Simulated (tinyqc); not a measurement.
# From Peierls stress sigma_P back to unstable fault energy gamma_us

Model: straight dislocations in isotropic elasticity: fields, energies, partials, Peierls stress and walls. Computed by tinyqc, a small Python program. Command: `OMP_NUM_THREADS=1 python tinyqc.py 3010426 3010427 out.jsonl disloc inv`. One thread of a shared host (Intel(R) Xeon(R) Processor @ 2.30GHz), about 0.01 s of CPU time with the checks.

The line runs along z, the glide plane is y = 0, and beta is the angle between b and the line (0 screw, 90 degrees edge): b_e = b sin(beta) along +x with the extra half plane at y > 0, b_s = b cos(beta). Stress is positive in tension.

Inputs (values chosen for the exercise, for a model fcc or diamond crystal):
```
quantity                   value      unit
shear modulus G             51.7       GPa
Poisson ratio nu           0.312         -
Burgers vector b           2.313  angstrom
dislocation density rho  1.1e+13     1/m^2
core radius r0/b               2         -
```

Character: 60-degree.

Constants: 1 eV/angstrom^3 = 160.2176634 GPa.

Method:
- Energy factor K = G [cos^2(beta) + sin^2(beta)/(1 - nu)].
- E = K b^2/(4 pi) ln(R/r0) with R = 1/(2 sqrt(rho)); tension T = E + d^2E/d(beta)^2 = G b^2 [1 + nu - 3 nu sin^2(beta)]/(4 pi (1 - nu)) ln(R/r0). The core energy is taken into r0.
- Misfit energy gamma(u) = (gamma_us/2)(1 - cos(2 pi u/b)), so the largest restoring stress is tau_max = pi gamma_us/b; u(x) = b/2 + (b/pi) arctan(x/zeta), zeta = K b/(4 pi tau_max). Summing the misfit energy over atomic rows a' apart gives, for a wide core, W_P = (K b^2/pi) exp(-2 pi zeta/a') and sigma_P = (K b/a') exp(-2 pi zeta/a'); a' = b/2 for edge and 30-degree lines, b sqrt(3)/2 for screw and 60-degree lines.

Problem. A run gave the result below. Find the unstable fault energy gamma_us, known to lie between 160 and 220 mJ/m^2.

Peierls stress sigma_P = 0.003854498 MPa

Solution.

Each step takes the trial c = (a f_b - b f_a)/(f_b - f_a), f being the result less the target and a, b, c the logarithms of the listed values; c replaces end b, the old b replaces a if the sign of f changed, and otherwise f_a is halved.

Scan of the range:
```
unstable fault energy gamma_us (mJ/m^2)  Peierls stress sigma_P (MPa)
160                                                          0.000811
169                                                          0.002162
178                                                          0.005218
188                                                          0.012581
198                                                          0.027754
209                                                          0.060718
220                                                          0.122831
```

False position (Illinois rule, in the logarithm of the input) inside the bracket:
```
step    end a    end b    trial  Peierls stress sigma_P (MPa)
1     169.000  178.000  173.927                    0.00354180
2     178.000  173.927  174.679                    0.00380989
3     178.000  174.679  174.881                    0.00388486
4     174.679  174.881  174.800                    0.00385433
5     174.881  174.800  174.800                    0.00385450
6     174.881  174.800  174.800                    0.00385450
7     174.800  174.800  174.800                    0.00385450
```

Peierls stress sigma_P rises at every point of a 13-point scan of the range (every second point is shown), so one value fits; it is bracketed by 169 and 178. Answer: unstable fault energy gamma_us = 174.8 mJ/m^2.

Caution: so small a Peierls stress means only that the model finds negligible lattice resistance; its value is not a prediction.
